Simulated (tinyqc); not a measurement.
Hydrogen passivation of interface dangling bonds: competing passivation and dissociation with distributed barriers. Changing the spread sigma_f. Computed by tinyqc, a small Python program. Command: `OMP_NUM_THREADS=1 python tinyqc.py 3010869 3010870 out.jsonl passiv sweep`. One thread of a shared host (Intel(R) Xeon(R) Processor @ 2.30GHz), about 0.1 s of CPU time with the checks.

P_b + H2 gives P_bH + H at the rate k_f [H2]; P_bH gives P_b + H at the rate k_d. All defects start unpassivated. E_f and E_d are Gaussian and independent.

Inputs (values chosen for the exercise, close to those used for P_b centres at the silicon-oxide interface):

| quantity | value | unit |
|---|---|---|
| defect density N0 | 7.7e+11 | 1/cm^2 |
| passivation prefactor k_f0 | 1.9e-07 | cm^3/s |
| mean passivation barrier E_f | 1.48 | eV |
| dissociation prefactor k_d0 | 1.1e+12 | 1/s |
| mean dissociation barrier E_d | 2.61 | eV |
| spread sigma_d | 0.092 | eV |
| H2 in the oxide per atm, solubility factor | 9.3e+17 | 1/(cm^3 atm) |
| hydrogen pressure p | 0.03 | atm |
| anneal temperature T | 325 | C |
| anneal time t | 2500 | s |
| oxide thickness | 11 | nm |

Constants: k_B = 8.617333262e-05 eV/K; e = 1.602176634e-19 C; eps_0 = 8.8541878128e-12 F/m.

Method:
- [H2] = solubility factor x p; a = k_f0 [H2] exp(-E_f/(k_B T)), d = k_d0 exp(-E_d/(k_B T)). For one pair of barriers the active share is y = [d + a exp(-(a + d) t)]/(a + d).
- Temperatures in kelvin are T(C) + 273.15.
- Average y over both Gaussians with 40 x 40 Gauss-Hermite points.
- Active density N0 y; threshold shift if each active defect holds one charge, e N0 y t_ox/(3.9 eps_0).
- Minimise the averaged y over T between 150 and 900 C: find where ln y is equal at T - 0.05 and T + 0.05 C; T is rounded to 0.1 C.

One run for each value:

| spread sigma_f (eV) | active share y | best temperature (C) | least active share |
|---|---|---|---|
| 0.005 | 0.01203 | 356.0 | 8.1154e-07 |
| 0.020 | 0.02426 | 370.8 | 1.3342e-06 |
| 0.040 | 0.05892 | 397.9 | 3.3420e-06 |
| 0.060 | 0.10264 | 425.3 | 8.6614e-06 |
| 0.080 | 0.14573 | 450.9 | 2.1931e-05 |
| 0.100 | 0.18422 | 474.2 | 5.3583e-05 |
| 0.130 | 0.23182 | 503.7 | 1.8905e-04 |
| 0.160 | 0.26878 | 527.4 | 5.9138e-04 |

Over the rows, active share y rises from 0.0120 to 0.269 (exponent d ln y / d ln x 0.51 between the first rows and 0.71 between the last); best temperature (C) rises from 356 to 527 (exponent d ln y / d ln x 0.029 between the first rows and 0.22 between the last); least active share rises from 8.12e-7 to 5.91e-4 (exponent d ln y / d ln x 0.36 between the first rows and 5.5 between the last). The hardest defects set the temperature needed, and a hotter anneal has a higher dissociation floor.

Caution (all rows): a least active share below 1e-3 is a property of the model; measured passivation levels off well above it. Caution (all rows): atomic hydrogen, which both passivates and depassivates, and further passivation during cooling are left out.

Extremes, crossings and ranges named in words are read from the listed rows.
